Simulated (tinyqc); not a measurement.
n-type polysilicon, carrier trapping at grain boundaries: one step of the calculation.

One-dimensional grains of size Lg, uniform ionised doping N, monovalent traps Qt at each boundary at a depth Et below (for electrons) or above (for holes) the band edge there, abrupt depletion of width W on each side of a boundary, Boltzmann statistics. xi is the distance from the band edge at the grain centre to the Fermi level. Trapped charge Qt/(1 + exp((xi + VB - Et)/Vt)) = 2 N W, barrier VB = q N W^2/(2 eps0 eps_r).

Problem. New W. Partly depleted grain, xi = Vt ln(NB/N): f = 1/(1 + exp((xi + VB - Et)/Vt)), g = Qt f - 2 N W, g' = -2 Qt f (1 - f) VB/(W Vt) - 2 N, W(new) = W - g/g'.

Values chosen for this exercise; values of the order met in polycrystalline silicon:
- T = 250 K (temperature)
- eps_r = 11.7 (relative permittivity)
- NB = 2.13e19 cm^-3 (conduction-band density of states at T)
- Qt = 2.6e12 cm^-2 (trap density of a grain boundary)
- Et = 0.33 eV (depth of the trap level from the majority band edge at the boundary)
- N = 1.4e18 cm^-3 (doping)

Constants: q = 1.602176634e-19 C, kB = 1.380649e-23 J/K, Vt = kB T/q, eps0 = 8.8541878128e-14 F/cm where lengths are in cm. Results are converted to the units shown.

W at the start = 5.6 nm

Find: VB; f; g; g'; W after iteration 1.

Solution.

VB = 0.03395 V
f = 1.000
g = 1.032e12 cm^-2
g' = -2.800e11 cm^-2/nm
W after iteration 1 = 9.285 nm

Program tinyqc, `OMP_NUM_THREADS=1 python tinyqc.py 2830296 2830297 out.jsonl`; Intel Xeon 2.30GHz, shared host, one thread, about 0.01 s.
